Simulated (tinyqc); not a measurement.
# Semiconductor laser, carrier and photon rate equations: effects of single changes

Carrier density N and photon density S in one mode: dN/dt = F1 = eta I/(q V) - (A N + B N^2 + C N^3) - vg g S; dS/dt = F2 = G vg g S + G be B N^2 - S/tp, with g = g0 ln(N/Ntr)/(1 + ec S). Output power P = Fo Eph S V/(G tp). No heating, no carrier transport.

Inputs (values chosen for the exercise): active volume V = 3.2e-12 cm^3; confinement factor G = 0.105; group velocity vg = 7.43e9 cm/s; gain coefficient g0 = 2400 1/cm; transparency density Ntr = 1.7e18 cm^-3; gain compression ec = 3.7e-17 cm^3; photon lifetime tp = 3 ps; defect recombination coefficient A = 1.6e8 1/s; radiative coefficient B = 1.2e-10 cm^3/s; Auger coefficient C = 1.2e-29 cm^6/s; share of spontaneous emission into the mode be = 5.6e-5; injection efficiency eta = 0.76; share of cavity losses that is output Fo = 0.57; photon energy Eph = 0.95 eV; drive current I = 2.8 mA.

Constants: q = 1.602176634e-19 C. Results are converted to the units shown.

Each table varies one quantity; the others keep the values above.

## Effect of the gain coefficient on threshold and bandwidth

gth = 1/(G vg tp), Nth = Ntr exp(gth/g0), Ith = q V (A Nth + B Nth^2 + C Nth^3)/eta. N and S are the steady state (F1 = F2 = 0, S > 0). Jacobian, with a = g0/(N (1 + ec S)) and d = g/(1 + ec S): J11 = -(A + 2 B N + 3 C N^2) - vg a S, J12 = -vg d, J21 = G vg a S + 2 G be B N, J22 = G vg d - 1/tp. wR^2 = det J, gamma = -trace J, fR = wR/(2 pi); the response wR^2/(wR^2 - w^2 + i gamma w) falls to 1/sqrt(2) at w^2 = x + sqrt(x^2 + wR^4), x = wR^2 - gamma^2/2 (f3dB = w/(2 pi)).

Effect of the gain coefficient on threshold and bandwidth:

| g0 (1/cm) | Ith (mA) | P (mW) | fR (GHz) | gamma (1/ns) | f3dB (GHz) |
|---|---|---|---|---|---|
| 1600 | 0.7274 | 0.8478 | 6.469 | 17.27 | 9.729 |
| 2100 | 0.6496 | 0.8814 | 7.795 | 19.89 | 11.76 |
| 2600 | 0.6064 | 0.9000 | 8.936 | 22.36 | 13.49 |
| 3400 | 0.5668 | 0.9171 | 10.52 | 26.19 | 15.88 |
| 4400 | 0.5395 | 0.9288 | 12.21 | 30.88 | 18.43 |
| 5600 | 0.5206 | 0.9370 | 13.98 | 36.47 | 21.06 |
| 7200 | 0.5057 | 0.9434 | 16.04 | 43.87 | 24.09 |

As g0 goes from 1600 to 7200 1/cm, Ith falls from 0.727 to 0.506 mA, fR rises from 6.47 to 16.0 GHz, gamma rises from 17.3 to 43.9 1/ns and f3dB rises from 9.73 to 24.1 GHz.

## Effect of the Auger coefficient on threshold and bandwidth

Same model as above.

Effect of the Auger coefficient on threshold and bandwidth:

| C (cm^6/s) | Ith (mA) | P (mW) | fR (GHz) | gamma (1/ns) | f3dB (GHz) |
|---|---|---|---|---|---|
| 1.2e-30 | 0.5600 | 0.9193 | 8.610 | 21.81 | 12.99 |
| 2.3e-30 | 0.5663 | 0.9167 | 8.599 | 21.77 | 12.98 |
| 4.4e-30 | 0.5781 | 0.9117 | 8.577 | 21.68 | 12.94 |
| 8.5e-30 | 0.6013 | 0.9020 | 8.534 | 21.52 | 12.88 |
| 1.6e-29 | 0.6437 | 0.8842 | 8.455 | 21.22 | 12.76 |
| 3.1e-29 | 0.7285 | 0.8488 | 8.294 | 20.62 | 12.53 |
| 6e-29 | 0.8925 | 0.7804 | 7.972 | 19.46 | 12.05 |

What does the table show?

As C goes from 1.2e-30 to 6e-29 cm^6/s, Ith rises from 0.560 to 0.892 mA, fR falls from 8.61 to 7.97 GHz, gamma falls from 21.8 to 19.5 1/ns and f3dB falls from 13.0 to 12.1 GHz.

## Modulation bandwidth against current

Same model as above.

The same in every row: Ith (mA) = 0.62110.

Modulation bandwidth against current:

| I (mA) | P (mW) | fR (GHz) | gamma (1/ns) | f3dB (GHz) |
|---|---|---|---|---|
| 0.81 | 0.077494 | 2.5525 | 2.6794 | 3.9464 |
| 1.2 | 0.23745 | 4.4503 | 6.4359 | 6.8498 |
| 1.8 | 0.48354 | 6.3126 | 12.140 | 9.6454 |
| 2.6 | 0.81166 | 8.1140 | 19.559 | 12.278 |
| 3.9 | 1.3448 | 10.313 | 31.172 | 15.363 |
| 5.7 | 2.0831 | 12.616 | 46.401 | 18.401 |
| 8.5 | 3.2314 | 15.311 | 68.299 | 21.635 |
| 13 | 5.0767 | 18.441 | 99.520 | 24.835 |
| 19 | 7.5369 | 21.374 | 134.87 | 27.137 |

Read the table: what changes, and by how much?

As I goes from 0.81 to 19 mA, fR rises from 2.55 to 21.4 GHz, gamma rises from 2.68 to 135 1/ns and f3dB rises from 3.95 to 27.1 GHz. Against I - Ith, fR goes with exponent 0.50 at the start and 0.37 at the end (1/2 without compression). The slope of gamma against fR^2 between the third and fourth rows, the K factor, is 0.285 ns. For I = 8.5 to 19 mA the current exceeds 12 Ith, where heating, left out here, usually rolls the output over.

Program tinyqc, `OMP_NUM_THREADS=1 python tinyqc.py 2840133 2840134 out.jsonl`; Intel Xeon 2.30GHz, shared host, one thread, about 0.01 s.
